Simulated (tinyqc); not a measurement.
Pressure-driven transition between two phases with analytic equations of state: one step, computed by the program tinyqc.

Each phase obeys E = E0 + (B0 V/B') [(V0/V)^B'/(B' - 1) + 1] - B0 V0/(B' - 1), P = (B0/B') [(V0/V)^B' - 1]; E0 = 0 for phase 1 and Delta E0 for phase 2. H = E + P V.

Problem. Shift with temperature. Start from P = Delta E0/(V0 of phase 1 - V0 of phase 2); at each P solve P(V) = P for both phases and step P(new) = P - (H_2 - H_1)/(V_2 - V_1); stop when |H_2 - H_1| < 1e-10 eV. At the zero-temperature transition the volume change is V_2/V_1 - 1 and the work is P (V_1 - V_2). At T the condition is H_2 - H_1 - T Delta S = 0, with Delta S constant and thermal expansion left out; the Clausius-Clapeyron slope is dP/dT = Delta S/(V_2 - V_1) at the zero-temperature point.

Inputs (values chosen for the exercise, for two model phases):

| quantity | value | unit |
|---|---|---|
| volume V0 of phase 1 | 14.7 | angstrom^3/atom |
| B0 of phase 1 | 111 | GPa |
| B' of phase 1 | 4 | - |
| volume V0 of phase 2 | 12.7 | angstrom^3/atom |
| B0 of phase 2 | 113 | GPa |
| B' of phase 2 | 5.08 | - |
| energy of phase 2 above phase 1, Delta E0 | 0.051 | eV/atom |
| entropy of phase 2 less phase 1, Delta S | -0.2 | k_B/atom |
| temperature T | 1200 | K |

Equation of state: Murnaghan.

V_2 at the transition = 12.27738 angstrom^3

V_1 at the transition = 14.19411 angstrom^3

transition pressure = 4.172703 GPa

Constants: k_B = 8.617333262e-05 eV/K; 1 eV/angstrom^3 = 160.2176634 GPa.

Give: Clapeyron slope; transition pressure at T; linear estimate at T.

Solution.

Clapeyron slope = 1.4406 MPa/K

transition pressure at T = 5.9170 GPa

linear estimate at T = 5.9015 GPa

The dense phase has the lower entropy, so heating raises the transition pressure. Caution: a constant Delta S holds only at high temperature; it vanishes as T goes to 0, so the shift counted from T = 0 is somewhat too large.
